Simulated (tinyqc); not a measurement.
Coupled-perturbed Hartree-Fock on RHF in the sto-3g basis, for H3+, spin multiplicity 1, step by step. The polarisability along this axis is zero because the basis has no function that the field can mix in; the real value is not. Computed by tinyqc, a small Python program that keeps every step (integrals from PySCF). Settings: charge = 1, multiplicity = 1, basis = sto-3g, method = RHF, energy threshold = 1e-10, iteration cap = 67, orthogonalisation = symmetric, start = core, DIIS depth = 6. Command: `OMP_NUM_THREADS=1 python tinyqc.py 27496 27497 out.jsonl` (the two numbers bound the seeds that draw the settings). One thread of a shared host (Intel(R) Xeon(R) Processor @ 2.60GHz), about 0.1 s of CPU time with the checks. The early iterations of the SCF are left out here.

## One-electron integrals

Geometry (angstrom):
```
atom        x        y         z
H     0.00000  0.00000   0.00000
H     0.00000  0.00000   0.85000
H     0.00000  0.00000  -0.85000
```

Basis sto-3g: exponents (1/bohr^2) and contraction coefficients of normalised primitives:
```
element  l (shell)  exponent  coefficient
H            s (1)   3.42525      0.15433
H            s (1)   0.62391      0.53533
H            s (1)   0.16886      0.44463
```

Overlap, kinetic and nuclear-attraction integrals over the contracted functions; the nuclear repulsion is the sum of Za Zb / Rab.

nuclear repulsion = 1.5564036 hartree

overlap S, lower triangle:
```
         1H 1s    2H 1s    3H 1s
1H 1s  1.00000
2H 1s  0.58870  1.00000
3H 1s  0.58870  0.19129  1.00000
```

kinetic energy T (hartree), lower triangle:
```
         1H 1s     2H 1s    3H 1s
1H 1s  0.76003
2H 1s  0.17662   0.76003
3H 1s  0.17662  -0.00264  0.76003
```

nuclear attraction V (hartree), lower triangle:
```
          1H 1s     2H 1s     3H 1s
1H 1s  -2.40283
2H 1s  -1.25751  -2.12549
3H 1s  -1.25751  -0.37857  -2.12549
```

core Hamiltonian H = T + V (hartree), lower triangle:
```
          1H 1s     2H 1s     3H 1s
1H 1s  -1.64280
2H 1s  -1.08089  -1.36546
3H 1s  -1.08089  -0.38121  -1.36546
```

## Two-electron integrals

Functions are numbered as in S; the eight-fold symmetry (ij|kl) = (ji|kl) = (kl|ij) leaves the list below.

Two-electron integrals (ij|kl) in chemists' order, unique and non-zero (hartree):
```
(11|11) 0.77461   (21|11) 0.38392   (21|21) 0.23049   (22|11) 0.52949
(22|21) 0.38392   (22|22) 0.77461   (31|11) 0.38392   (31|21) 0.17751
(31|22) 0.23530   (31|31) 0.23049   (32|11) 0.11837   (32|21) 0.06355
(32|22) 0.09702   (32|31) 0.06355   (32|32) 0.01991   (33|11) 0.52949
(33|21) 0.23530   (33|22) 0.30818   (33|31) 0.38392   (33|32) 0.09702
(33|33) 0.77461
```

## Orthogonalisation

S = U s U^T; symmetric (Loewdin) form X = U s^(-1/2) U^T, so that X^T S X = 1.

eigenvalues of S: 0.25762  0.80871  1.93367

X, lower triangle:
```
          1H 1s    2H 1s    3H 1s
1H 1s   1.41606
2H 1s  -0.43943  1.19264
3H 1s  -0.43943  0.08064  1.19264
```

## Iteration 8 (converged): orbitals

converged F (hartree), lower triangle:
```
          1H 1s     2H 1s     3H 1s
1H 1s  -0.92760
2H 1s  -0.77325  -0.64441
3H 1s  -0.77325  -0.38289  -0.64441
```

Diagonalise F' = X^T F X, C = X C', fill 1 alpha and 1 beta electrons from the bottom; D = 2 C_occ C_occ^T. Each column has its largest component positive (the first on a tie).

F' = X^T F X (hartree), lower triangle:
```
          1         2         3
1  -0.33214
2  -0.54083  -0.30826
3  -0.54083   0.01512  -0.30826
```

orbital energies (hartree): MO1 -1.07774, MO2 -0.32338, MO3 0.45245

coefficients C:
```
           MO1       MO2       MO3
1H 1s  0.58019   0.00000   1.43346
2H 1s  0.31381   0.78630  -0.95144
3H 1s  0.31381  -0.78630  -0.95144
```

D after iteration 8, lower triangle:
```
         1H 1s    2H 1s    3H 1s
1H 1s  0.67325
2H 1s  0.36414  0.19696
3H 1s  0.36414  0.19696  0.19696
```

## Convergence

Stop when the energy changes by less than 1e-10 hartree and every element of the error matrix X^T (F D S - S D F) X is below 3e-06.

Course of the cycle:
```
iteration  E (hartree)     change  largest element of the error matrix
1           -1.1810955          -                             1.77e-01
2           -1.2050344  -2.39e-02                             2.60e-02
3           -1.2055498  -5.15e-04                             4.67e-05
4           -1.2055498  -1.38e-09                             1.94e-05
5           -1.2055498  -1.73e-10                             1.22e-05
6           -1.2055498  -5.34e-11                             8.94e-06
7           -1.2055498  -2.32e-11                             7.04e-06
8           -1.2055498  -3.79e-11                             3.53e-09
```

PySCF RHF in the same basis = -1.2055498 hartree

Converged in 8 iterations.

## Integrals over molecular orbitals

(pq|rs) = sum C_ip C_jq C_kr C_ls (ij|kl), one index at a time.

one-electron integrals over orbitals h = C^T H C (hartree), lower triangle:
```
          1         2         3
1  -1.68422
2   0.00000  -1.21706
3  -0.10238   0.00000  -0.64125
```

Two-electron integrals over orbitals (pq|rs), unique and non-zero (hartree):
```
(11|11) 0.60648    (21|21) 0.14577    (22|11) 0.51972    (22|22) 0.56155
(31|11) 0.10238    (31|22) -0.02444   (31|31) 0.13073    (32|21) -0.13650
(32|32) 0.15544    (33|11) 0.61221    (33|22) 0.55214    (33|31) 0.08958
(33|33) 0.65947
```

## Response to a field: uncoupled start

dipole integrals <a|y|i> (bohr):
```
         i1
a2  0.00000
a3  0.00000
```

Field along y; U_ai = -mu_ai / (e_a - e_i), alpha = -4 sum U_ai mu_ai.

uncoupled U:
```
         i1
a2  0.00000
a3  0.00000
```

uncoupled polarisability = 0.00000 bohr^3

## Coupled step 1

U_ai = -(mu_ai + sum_bj [4 (ai|bj) - (ab|ij) - (aj|bi)] U_bj) / (e_a - e_i); alpha = -4 sum U_ai mu_ai.

U after step 1:
```
         i1
a2  0.00000
a3  0.00000
```

polarisability = 0.00000 bohr^3

## Coupled polarisability

Repeat until U stops changing; compare with -d2E/dF2.

Course of the coupled iterations:
```
step  alpha (bohr^3)
0            0.00000
1            0.00000
```

coupled polarisability = 0.00000 bohr^3

finite-field check, fields of +/-0.001 au = -1.78e-09 bohr^3
